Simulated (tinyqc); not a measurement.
From results back to parameters: interband optics of a two-band s-p chain from momentum matrix elements. Five cases, with inputs chosen for the exercise.

Problem. At k = 0 the chain has the gap D0 = Es - Ep_ - 2 (ts + tp), w0 = 4 a^2 V^2, and masses 2c/mc = 2 ts a^2 + 2 w0/D0, 2c/mv = 2 tp a^2 + 2 w0/D0 (c = hbar^2/2m0, mv positive for holes). The oscillator strength there is f0 = w0/(c D0). V, ts and tp are hidden.

Constants: hbar^2/2m0 = 3.80998211 eV angstrom^2.

Case 1.

Values chosen: a = 4.07 angstrom (period).
D0 = 4.8300 eV
f0 = 4.59765

mc, mv (m0): 0.162263  0.142199

Case 2.

Values chosen: a = 2.57 angstrom (period).
D0 = 2.5500 eV
f0 = 2.99807

mc, mv (m0): 0.273461  0.246576

Case 3.

Values chosen: a = 3.05 angstrom (period).
D0 = 3.9000 eV
f0 = 4.49657

mc, mv (m0): 0.169127  0.162420

Case 4.

Values chosen: a = 2.51 angstrom (period).
D0 = 4.1100 eV
f0 = 1.67434

mc, mv (m0): 0.440601  0.467871

Case 5.

Values chosen: a = 2.94 angstrom (period).
D0 = 4.4900 eV
f0 = 2.27090

mc, mv (m0): 0.287911  0.355192

Find: V; ts; tp.

Solution. w0 = f0 c D0 gives V; 1/mc - f0 = ts a^2/c and 1/mv - f0 = tp a^2/c.

Case 1.

V = 1.13 eV
ts = 0.36 eV
tp = 0.56 eV

Case 2.

V = 1.05 eV
ts = 0.38 eV
tp = 0.61 eV

Case 3.

V = 1.34 eV
ts = 0.58 eV
tp = 0.68 eV

Case 4.

V = 1.02 eV
ts = 0.36 eV
tp = 0.28 eV

Case 5.

V = 1.06 eV
ts = 0.53 eV
tp = 0.24 eV

Computed by tinyqc, one run a case: `OMP_NUM_THREADS=1 python tinyqc.py N N+1 out.jsonl` with N = 1680416, 1680511, 1680561, 1680584, 1680654; one thread of a shared Intel(R) Xeon(R) Processor @ 2.30GHz, about 0.02 s a run at most.
